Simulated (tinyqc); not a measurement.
Strain-driven roughening and islands of a mismatched epitaxial film: one step, computed by the program tinyqc.

Film and substrate share isotropic elastic constants; the film is coherent and biaxially strained.

Question. Island nucleation. Shallow faceted island (Tersoff form): E = 4 Gam V^(2/3) tan^(1/3)(theta) - 6 c V tan(theta), Gam = gamma [x/sin(theta) - 1/tan(theta)], x the facet energy over gamma, c = stress^2 (1 - nu)/(2 pi G). The barrier is the maximum of E, at V_c = [4 Gam/(9 c)]^3 / tan^2(theta) (1 GPa nm = 1 J/m^2).

Inputs (values chosen for the exercise, modelled on Si(0.5)Ge(0.5) on Si): shear modulus G = 57.9 GPa; Poisson ratio nu = 0.23; surface energy gamma = 1.1 J/m^2; contact angle of the shallow shape theta_1 = 13.4 degrees; contact angle of the steep shape theta_2 = 30.9 degrees; facet energy of shape 1 over gamma = 0.9954; facet energy of shape 2 over gamma = 0.9813.

stress = 3.847568 GPa

Constants: e = 1.602176634e-19 C.

Give: c; Gam of shape 1; critical volume, shape 1; barrier, shape 1; Gam of shape 2; critical volume, shape 2; barrier, shape 2.

Answer.

c = 0.03133 GPa

Gam of shape 1 = 0.1074 J/m^2

critical volume, shape 1 = 62.27 nm^3

barrier, shape 1 = 8.704 eV

Gam of shape 2 = 0.2640 J/m^2

critical volume, shape 2 = 146.5 nm^3

barrier, shape 2 = 51.46 eV

The shallow shape has the lower barrier. Each barrier is a third of the surface term at V_c and scales as Gam^3/c^2, that is as f^(-4).
